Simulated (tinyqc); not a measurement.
# Bending a trimer

Model: Tersoff bond-order potential. Computed by tinyqc, a small Python program. Command: `OMP_NUM_THREADS=1 python tinyqc.py 3002810 3002811 out.jsonl tersoff sweep`. One thread of a shared host (Intel(R) Xeon(R) Processor @ 2.30GHz), about 0.01 s of CPU time with the checks.

E = (1/2) sum_(i, j != i) [A exp(-lambda r_ij) - b_ij B exp(-mu r_ij)], b_ij = (1 + (beta zeta_ij)^n)^(-1/(2n)), zeta_ij = sum_(k != i, j) g(theta_ijk), g = 1 + c^2/d^2 - c^2/(d^2 + (h - cos theta)^2), with theta at atom i. Only nearest neighbours count (cut-off function 1 for them, 0 beyond).

Inputs (values chosen for the exercise, modelled on silicon):

| quantity | value | unit |
|---|---|---|
| A | 1856.3 | eV |
| B | 469.27 | eV |
| lambda | 2.4799 | 1/angstrom |
| mu | 1.7322 | 1/angstrom |
| beta | 1.03e-06 | - |
| n | 0.7831 | - |
| c | 101100 | - |
| d | 16.37 | - |
| h | -0.6057 | - |
| bond length r_12 | 2.45 | angstrom |
| bond length r_13 | 2.31 | angstrom |

Method. Atom 1 binds atoms 2 and 3, which do not interact. b_12 = b_13 follow from zeta = g(theta); b_21 = b_31 = 1. E = sum over the two bonds of A exp(-lambda r) - (b + 1)/2 B exp(-mu r).

One run for each value:

| angle theta at atom 1 (degrees) | energy of the trimer (eV) | bond order b_12 | g(theta) |
|---|---|---|---|
| 90 | -4.5586 | 0.94026 | 52148 |
| 100 | -4.7378 | 0.96365 | 26552 |
| 110 | -4.8843 | 0.98279 | 9894 |
| 120 | -4.9841 | 0.99582 | 1591 |
| 130 | -5.0099 | 0.99918 | 197 |
| 140 | -4.9549 | 0.99201 | 3660 |
| 160 | -4.8272 | 0.97533 | 15872 |
| 180 | -4.7734 | 0.96831 | 22117 |

Over the rows, energy of the trimer (eV) goes from -4.56 through a minimum among these rows, -5.01 at 130, to -4.77; bond order b_12 goes from 0.940 through a maximum among these rows, 0.999 at 130, to 0.968; g(theta) goes from 52100 through a minimum among these rows, 197 at 130, to 22100. The bond order is largest where g is least, at cos theta = h, 127.3 degrees.

Extremes, crossings and ranges named in words are read from the listed rows.
